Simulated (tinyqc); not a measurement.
Worked calculation: Wannier functions of a composite (isolated) pair of valence bands (bonds of an sp chain). Values are carried at full precision from step to step, so a last printed digit may differ when a step is redone from the rounded ones.

Each atom has a hybrid pointing left (<) and right (>). H(k): diagonal +V3 on A, -V3 on B; <A<|A>> = -V1a, <B<|B>> = -V1b, <A>|B<> = -V2, <B>|A<> = -V2p exp(ik); k in 1/a, Bloch sums with exp(ikR). The two lowest bands are filled. Trial functions in cell 0: g1 = cos(c) A> + sin(c) B<, and g2 = sin(c) B> + cos(c) A< of cell 1, whose Bloch vector has cos(c) exp(-ik) on A<. Projection A_mn = <psi_m|g_n>, S = A^+ A, Loewdin U = A S^(-1/2), Bloch-like states w_n = sum_m psi_m U_mn, H_W(k) = U^+ diag(E) U. P = sum_m |psi_m><psi_m| is free of phase choices, and S = g^+ P g, w = P g S^(-1/2).

Inputs chosen for the exercise: V2 = 3.42 eV (coupling in the bond A-B inside the cell); V2p = 3.67 eV (coupling in the bond to the next cell); V1a = 1.14 eV (coupling of the two hybrids on A); V1b = 1.13 eV (the same on B); V3 = 0.91 eV (A at +V3, B at -V3); j = 4 (mesh point, k = 2 pi j/N); N = 5 (k points); c = 55 degrees (trial bonds cos(c) on A, sin(c) on B); xb = 0.55 a (position of B (A at 0)).

## H at one mesh point

Fill in the matrix.

H(k) (eV), rows A<, A>, B<, B> and columns alike:
```
[[0.9100, -1.1400, 0, -1.1341-3.4904i],
 [-1.1400, 0.9100, -3.4200, 0],
 [0, -3.4200, -0.9100, -1.1300],
 [-1.1341+3.4904i, 0, -1.1300, -0.9100]]
```

## Levels and the projector on the filled bands

Diagonalise; P = sum over the two lowest states of |psi><psi|.

levels (eV): [-4.6448, -2.7961, 2.7931, 4.6478]

P, rows A<, A>, B<, B> and columns alike:
```
[[0.3859, 0.0566-0.0698i, 0.0123-0.0186i, 0.1269+0.4608i],
 [0.0566+0.0698i, 0.3776, 0.4753-0.0233i, -0.0121+0.0187i],
 [0.0123+0.0186i, 0.4753+0.0233i, 0.6224, 0.0558-0.0704i],
 [0.1269-0.4608i, -0.0121-0.0187i, 0.0558+0.0704i, 0.6141]]
```

The filled states put 1.527 electrons on A and 2.473 on B at this k.

## Loewdin orthogonalisation

The trial vectors are the columns g1 = (0, cos c, sin c, 0), g2 = (cos c exp(-ik), 0, 0, sin c), k = 2 pi j/N. Form S = g^+ P g, its eigenvalues, S^(-1/2), and w = P g S^(-1/2).

S, rows 1, 2 and columns alike:
```
[[0.9885, 0.0091-0.0055i],
 [0.0091+0.0055i, 0.9877]]
```

eigenvalues of S: [0.9774, 0.9987]

S^(-1/2), rows 1, 2 and columns alike:
```
[[1.0058, -0.0047+0.0028i],
 [-0.0047-0.0028i, 1.0063]]
```

w, rows A<, A>, B<, B>; columns 1, 2:
```
[[0.0436-0.0588i, 0.1734+0.5920i],
 [0.6098-0.0193i, -0.0410+0.0607i],
 [0.7867+0.0135i, 0.0343-0.0459i],
 [0.0353+0.0451i, 0.7814-0.0126i]]
```

The combinations of the trial bonds that diagonalise S lie 97.7 to 99.9 % inside the filled space; an eigenvalue near zero would mark a poor choice.

## The Hamiltonian in the new basis

H_W = w^+ H w; its eigenvalues must be the two filled levels.

H_W(k) (eV), rows 1, 2 and columns alike:
```
[[-3.599, -0.823-0.403i],
 [-0.823+0.403i, -3.842]]
```

eigenvalues (eV): [-4.645, -2.796]

## Hoppings between the Wannier functions

H_mn(R) = (1/N) sum_k exp(-ikR) H_W,mn(k), the coupling of function m in cell 0 to function n in cell R.

H(R) (eV):
```
R        11       12       21       22
-2   0.0012  -0.0054  -0.0005   0.0012
-1   0.0405  -0.4271  -0.0069   0.0406
0   -3.6222  -0.6939  -0.6939  -3.8649
1    0.0405  -0.0069  -0.4271   0.0406
2    0.0012  -0.0005  -0.0054   0.0012
```

The bond levels are -3.622 and -3.865 eV, against -sqrt(V2^2 + V3^2) = -3.539 and -3.781 for isolated bonds. Neighbouring bonds couple by -0.694 eV through B; the bond-orbital estimate is -V1b (1 + ap)/2 = -0.705 with the mean V2 in ap = V3/sqrt(V2^2 + V3^2).

## The functions in real space

w_n(R) = (1/N) sum_k exp(ikR) w_n(k); point-like hybrids at R (A) and R + xb (B) give centres and spreads.

Function 1:
```
R        A<       A>       B<       B>
-2  -0.0001   0.0005   0.0000  -0.0020
-1   0.0015   0.0093  -0.0031  -0.0457
0    0.0593   0.6103   0.7848   0.0476
1   -0.0589  -0.0105   0.0108   0.0006
2   -0.0025  -0.0004   0.0006  -0.0001
```

centres (a): 1 0.3427, 2 0.7232

spreads (a^2): 1 0.0739, 2 0.0513

Function 1 has 98.8 % of its weight on the two hybrids of its bond. Its centre lies +0.0677 a from the middle of the bond, towards B, the atom with the lower level.

## Checks

- Eigenvalues of H_W against the filled levels: they agree to 1e-10 or better.
- W^+ w against the unit matrix: they agree to 1e-10 or better.

Program tinyqc; command `OMP_NUM_THREADS=1 python tinyqc.py 1450301 1450302 out.jsonl`; about 0.2 s on one thread of a shared Intel(R) Xeon(R) Processor @ 2.30GHz.
